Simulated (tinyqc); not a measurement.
Thermal and gravitational stress in a wafer during furnace and rapid thermal processing, and the onset of slip: one step, computed by the program tinyqc. Command: `OMP_NUM_THREADS=1 python tinyqc.py 3030952 3030953 out.jsonl slip walk`. One thread of a shared host (Intel(R) Xeon(R) Processor @ 2.30GHz), about 0.01 s of CPU time with the checks.

A thin free disc in plane stress, isotropic; T(r) = T_centre + dT (r/R)^n with n = 2. Stress is positive in tension; sigma_SB = 5.670374419e-8 W/(m^2 K^4), g = 9.80665 m/s^2.

Problem. Thermal stress. With x = r/R: s_rr = alpha E dT (1 - x^n)/(n + 2), s_tt = alpha E dT [1 - (n + 1) x^n]/(n + 2).

Inputs (values chosen for the exercise, modelled on silicon): Young's modulus E = 146 GPa; expansion alpha = 4.21 1e-6/K; edge less centre temperature dT = 16 K.

Temperature profile: parabolic.

Give: Temperature and stresses at r/R = 0, 0.3, 0.5, 0.7, 0.8, 0.9, 0.95, 1; hoop stress at the edge; r/R where s_tt = 0.

Solution.

Temperature and stresses at r/R = 0, 0.3, 0.5, 0.7, 0.8, 0.9, 0.95, 1:
```
r/R   T - T_centre (K)  s_rr (MPa)  s_tt (MPa)
0.00              0.00       2.459       2.459
0.30              1.44       2.237       1.795
0.50              4.00       1.844       0.615
0.70              7.84       1.254      -1.156
0.80             10.24       0.885      -2.262
0.90             12.96       0.467      -3.516
0.95             14.44       0.240      -4.198
1.00             16.00       0.000      -4.917
```

hoop stress at the edge = -4.91728 MPa

r/R where s_tt = 0 = 0.5774

The hot edge is squeezed; the edge stress is n times that at the centre in size.
